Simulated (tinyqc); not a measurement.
# Which input was changed?

Model: Hall factor, magnetoresistance and optical conductivity for a power-law relaxation time. Computed by tinyqc, a small Python program. Command: `OMP_NUM_THREADS=1 python tinyqc.py 3023863 3023864 out.jsonl magneto which`. One thread of a shared host (Intel(R) Xeon(R) Processor @ 2.30GHz), about 0.05 s of CPU time with the checks.

One spherical parabolic band, tau(E) = tau_0 x^s with x = E/(k_B T). Landau quantisation is left out.

Inputs (values chosen for the exercise, with a mass close to that of electrons in GaAs):
```
quantity                         value  unit
effective mass m                 0.065   m_0
exponent s                         1.5     -
tau_0                              460    fs
reduced Fermi level eta             -5     -
temperature T                      100     K
magnetic field B                 0.052     T
frequency f                       0.12   THz
background permittivity eps_inf   10.5     -
```

Constants: m_0 = 9.1093837015e-31 kg; k_B = 1.380649e-23 J/K; hbar = 1.054571817e-34 J s; e = 1.602176634e-19 C; eps_0 = 8.8541878128e-12 F/m; c = 299792458 m/s.

Method:
- <y> = int y x^(3/2) f (1 - f) dx / int x^(3/2) f (1 - f) dx, f = 1/(1 + exp(x - eta)).
- Integrals over x = E/(k_B T) use 160 Gauss-Legendre points in u = sqrt(x) from 0 to sqrt(max(eta, 0) + 45).
- n = (2 m k_B T)^(3/2)/(3 pi^2 hbar^3) int x^(3/2) f (1 - f) dx; moments in units of tau_0.
- mu = e <tau>/m; weak field r_H = <tau^2>/<tau>^2 and MR = c (mu B)^2, c = <tau^3>/<tau>^3 - r_H^2; strong field r_H = 1 and MR = <tau> <1/tau> - 1.
- With w_c = e B/m: sigma_xx = (n e^2/m) <tau/(1 + w_c^2 tau^2)>, sigma_xy = (n e^2/m) <w_c tau^2/(1 + w_c^2 tau^2)>; r_H = (n e/B) sigma_xy/(sigma_xx^2 + sigma_xy^2); MR = sigma_0 sigma_xx/(sigma_xx^2 + sigma_xy^2) - 1, sigma_0 = n e^2 <tau>/m.
- sigma(w) = (n e^2/m) <tau/(1 - i w tau)>, w = 2 pi f; eps = eps_inf + i sigma/(eps_0 w); N = sqrt(eps); absorption coefficient 2 w Im N/c; reflectivity |(N - 1)/(N + 1)|^2; plasma frequency sqrt(n e^2/(eps_inf eps_0 m))/(2 pi).

Problem. One of these inputs alone was changed, within the range given: tau_0 (230 to 920); magnetic field B (0.026 to 0.104); frequency f (0.06 to 0.24); background permittivity eps_inf (5.25 to 21). Which one, and to what value?

Results:
```
run     Hall factor r_H  absorption coefficient (1/cm)  reflectivity
before         1.674906                       211.5679     0.6982638
after          1.708032                       211.5679     0.6982638
```

Solution.

Each candidate set to reproduce Hall factor r_H, and what it then gives:
```
candidate                        range searched  value needed  absorption coefficient (1/cm)  reflectivity
tau_0 (fs)                           230 to 920         397.2                         201.78       0.67065
magnetic field B (T)             0.026 to 0.104       0.04490                         211.57       0.69826
frequency f (THz)                  0.06 to 0.24     no effect                              -             -
background permittivity eps_inf      5.25 to 21     no effect                              -             -
```

Only magnetic field B fits every result: it went from 0.052 to 0.0449 T. The next best candidate, tau_0, misses one result by 4.6 %.
